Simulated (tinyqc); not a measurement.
Changing the flaw half length a: thermal stress, cracking, delamination and buckling of a thin film; Griffith cracks and misfitting inclusions. Computed by tinyqc, a small Python program. Command: `OMP_NUM_THREADS=1 python tinyqc.py 3030848 3030849 out.jsonl filmcrack sweep`. One thread of a shared host (Intel(R) Xeon(R) Processor @ 2.30GHz), about 0.03 s of CPU time with the checks.

Isotropic linear elasticity; the substrate is much thicker than the film; stress is positive in tension.

Inputs (values chosen for the exercise, modelled on a porous low-k oxide on silicon): substrate Young's modulus E_s = 166 GPa; substrate Poisson ratio nu_s = 0.26; substrate surface energy gamma_s = 2 J/m^2.

Method. Through crack of length 2a in plane strain: K_Ic = sqrt(2 gamma_s E_s/(1 - nu_s^2)); fracture stress = K_Ic/sqrt(pi a). An edge crack of depth a has K larger by 1.1215.

One run for each value:

| flaw half length a (micrometre) | fracture stress, inner crack (MPa) | fracture stress, edge crack (MPa) |
|---|---|---|
| 0.01 | 4761.1 | 4245.3 |
| 0.032 | 2661.5 | 2373.2 |
| 0.1 | 1505.6 | 1342.5 |
| 0.32 | 841.7 | 750.5 |
| 1 | 476.1 | 424.5 |
| 3.2 | 266.2 | 237.3 |
| 10 | 150.6 | 134.2 |
| 32 | 84.2 | 75.0 |
| 100 | 47.6 | 42.5 |

Over the rows, fracture stress, inner crack (MPa) falls from 4760 to 47.6 (exponent d ln y / d ln x about -0.50 throughout); fracture stress, edge crack (MPa) falls from 4250 to 42.5 (exponent d ln y / d ln x about -0.50 throughout). The exponent of fracture stress, inner crack stays at -0.50: Griffith's law.
